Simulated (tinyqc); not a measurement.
# IGBT as a p-i-n diode in series with a MOS channel, on-state and switching loss: several studies

High injection (n = p) in a drift layer from x = -W/2 (anode) to +W/2 (cathode side), recombination only in the layer with lifetime tau, ideal emitters. The channel feeds the cathode side and carries the whole current. Auger recombination, carrier-carrier scattering, emitter losses and the carrier dip under the p body are left out.

Parameters, values chosen for the exercise; material values close to those of silicon:
- T = 300 K (temperature)
- Eg = 1.11 eV (band gap)
- Nc = 2.79e19 cm^-3 (conduction-band density of states at T)
- Nv = 2.66e19 cm^-3 (valence-band density of states at T)
- mn = 1400 cm^2/(V s) (electron mobility)
- mp = 480 cm^2/(V s) (hole mobility)
- W = 200 um (width of the drift layer)
- Nd = 3.5e13 cm^-3 (doping of the drift layer)
- tau = 5.8 us (high-injection lifetime)
- J = 250 A/cm^2 (current density)
- Rch = 1 mohm cm^2 (channel and accumulation resistance)
- Vdc = 1200 V (link voltage)
- ks = 0.07 (turn-off energy per stored charge and link voltage)
- f = 10 kHz (switching frequency)

Constants: q = 1.602176634e-19 C, kB = 1.380649e-23 J/K, Vt = kB T/q. Results are converted to the units shown.

Each table varies one quantity; the others keep the values above.

## Effect of the high-injection lifetime

b = mn/mp, B = (b - 1)/(b + 1), La = sqrt(2 Vt mn mp tau/(mn + mp)), y = W/(2 La). n(x) = (tau J/(2 q La))[cosh(x/La)/sinh y - B sinh(x/La)/cosh y]. Vm = Vt [(8 b/(b + 1)^2)(sinh y/s) arctan(s sinh y) + B ln((1 + B tanh^2 y)/(1 - B tanh^2 y))], s = sqrt(1 - B^2 tanh^2 y); Vj = Vt ln(n(-W/2) n(W/2)/ni^2), ni = sqrt(Nc Nv) exp(-Eg/(2 Vt)), Eg in volts; Vc = J Rch; Von = Vm + Vj + Vc. Stored charge tau J, turn-off energy Eoff = ks tau J Vdc, loss at half duty 0.5 J Von + f Eoff. A unipolar device on the same layer has Vu = J (W/(q mn Nd) + Rch).

The same in every row: Vu (V) = 637.1.

Results:
```
tau (us)       y  Von (V)  Eoff (mJ/cm^2)  total loss (W/cm^2)
1.2        2.123    1.353           25.20                421.2
1.9        1.688    1.262           39.90                556.7
3.1        1.321    1.220           65.10                803.4
5          1.040    1.206           105.0                 1201
8.2       0.8123    1.207           172.2                 1873
13        0.6451    1.216           273.0                 2882
22        0.4959    1.233           462.0                 4774
58        0.3054    1.273            1218              1.234e4
```

Estimate the missing row, tau = 36 us.

Computed row:
```
tau (us)       y  Von (V)  Eoff (mJ/cm^2)  total loss (W/cm^2)
36        0.3877    1.253           756.0                 7717
```

With this row back in the table: As tau goes from 1.2 to 58 us, Von goes from 1.35 through a minimum of 1.21 (at tau = 5 us among the rows listed) to 1.27 V, Eoff rises from 25.2 to 1220 mJ/cm^2 and the total loss rises from 421 to 12300 W/cm^2. Von is below Vu in 9 of the 9 rows. In every row the density at the anode passes 2e17 cm^-3, where Auger recombination and emitter losses matter.

## Effect of the width of the drift layer

Same model as above.

The same in every row: Eoff (mJ/cm^2) = 121.80.

Effect of the width of the drift layer:
```
W (um)        y  Von (V)  Vu (V)  total loss (W/cm^2)
80      0.38635   1.2054  255.01               1368.7
100     0.48293   1.1992  318.69               1367.9
140     0.67611   1.1955  446.07               1367.4
180     0.86928   1.2000  573.45               1368.0
230      1.1107   1.2149  732.67               1369.9
310      1.4971   1.2589  987.43               1375.4
400      1.9317   1.3426  1274.0               1385.8
```

As W goes from 80 to 400 um, Von goes from 1.21 through a minimum of 1.20 (at W = 140 um among the rows listed) to 1.34 V, Eoff stays at 122 mJ/cm^2 and the total loss goes from 1369 through a minimum of 1367 (at W = 140 um among the rows listed) to 1386 W/cm^2. Von is below Vu in 7 of the 7 rows. In every row the density at the anode passes 2e17 cm^-3, where Auger recombination and emitter losses matter.

## Effect of the current density

Same model as above.

The same in every row: y = 0.96587.

Effect of the current density:
```
J (A/cm^2)  Von (V)   Vu (V)  Eoff (mJ/cm^2)  total loss (W/cm^2)
0.3         0.60740  0.76457         0.14616               1.5527
0.76        0.65592   1.9369         0.37027               3.9520
1.9         0.70444   4.8423         0.92568               9.9260
4.8         0.75525   12.233          2.3386               25.198
12          0.80983   30.583          5.8464               63.323
31          0.87790   79.005          15.103               164.64
78          0.97261   198.79          38.002               417.95
200          1.1433   509.71          97.440               1088.7
500          1.4907   1274.3          243.60               2808.7
```

Read the table: what changes, and by how much?

As J goes from 0.3 to 500 A/cm^2, Von rises from 0.607 to 1.49 V, Eoff rises from 0.146 to 244 mJ/cm^2 and the total loss rises from 1.55 to 2810 W/cm^2. Von is below Vu in 9 of the 9 rows. For J = 78 to 500 A/cm^2 the density at the anode passes 2e17 cm^-3, where Auger recombination and emitter losses matter.

tinyqc, about 0.01 s, one thread, Intel Xeon 2.30GHz (shared host): `OMP_NUM_THREADS=1 python tinyqc.py 2590125 2590126 out.jsonl`
